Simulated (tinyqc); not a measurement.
Input admittance of a MOSFET at zero drain bias: distributed channel and distributed gate: two steps of the calculation.

Source and drain grounded, strong inversion, w = 2 pi f, Cox = eps0 eox/tox. The channel is an RC line of resistance 1/(mu Cox Vo) per square fed from both ends, so one finger has the intrinsic admittance y = i w Cox L tanh(g)/g per width, g = (1/2) sqrt(i w tau), tau = L^2/(mu Vo). The vertical resistance rv/L is in series with y, the overlaps 2 i w Cov in parallel: y_t = 1/(1/y + rv/L) + 2 i w Cov. The gate strip is a line of Rsh/L per length loaded by y_t, so a finger has Y = y_t Wf tanh(k)/k, k = (Wf/sd) sqrt(y_t Rsh/L); the device has Nf Y.

Inputs (values chosen for the exercise); values of the order met in silicon radio-frequency transistors:
```
symbol  value        unit                                                                 meaning
eox       3.9              relative permittivity of the gate insulator (close to silicon dioxide)
tox       2.5          nm                                                     insulator thickness
L        0.26          um                                                          channel length
Wf         11          um                                                            finger width
Nf          8                                                                   number of fingers
mu        260  cm^2/(V s)                                                        channel mobility
Vo       0.23           V                                                          gate overdrive
Rsh        23  ohm/square                                            sheet resistance of the gate
rv          0    ohm um^2                                  vertical resistivity of the gate stack
sd          2                                       number of ends at which a finger is contacted
Cov      0.37       fF/um                             overlap and fringe capacitance on each side
f         8.8         GHz                                                               frequency
```

Constants: eps0 = 8.8541878128e-14 F/cm where lengths are in cm. Results are converted to the units shown.

Task 1. Low-frequency resistances and capacitance. Low-frequency limits, with c = Cox L and ct = c + 2 Cov: R_strip = Rsh Wf/(3 sd^2 L Nf), R_ch = (c/ct)^2 L/(12 mu Cox Vo Wf Nf), R_vert = (c/ct)^2 rv/(L Wf Nf), C = ct Wf Nf.

Find: parts; sum; C; 1/(2 pi R C).

Result 1.

parts (ohm): strip 10.136, channel 2.0493, vertical 0
sum = 12.185 ohm
C = 381.15 fF
1/(2 pi R C) = 34.267 GHz

The strip term is the largest, 83.2 % of the sum.

Task 2. Admittance of the channel and stack per width. tau, g, c = Cox L, y and y_t as defined.

Wanted: tau; g; c; y; y_t.

Result 2.

tau = 11.304 ps
g = 0.27952+0.27952i
c = 3.5913 fF/um
y = 10.30+197.92i uS/um
y_t = 10.30+238.84i uS/um

w tau = 0.625, and Im y is 0.997 of w c.

Computed by the program tinyqc: `OMP_NUM_THREADS=1 python tinyqc.py 2262095 2262096 out.jsonl`, one thread of a shared Intel Xeon 2.30GHz, about 0.01 s for the whole run.
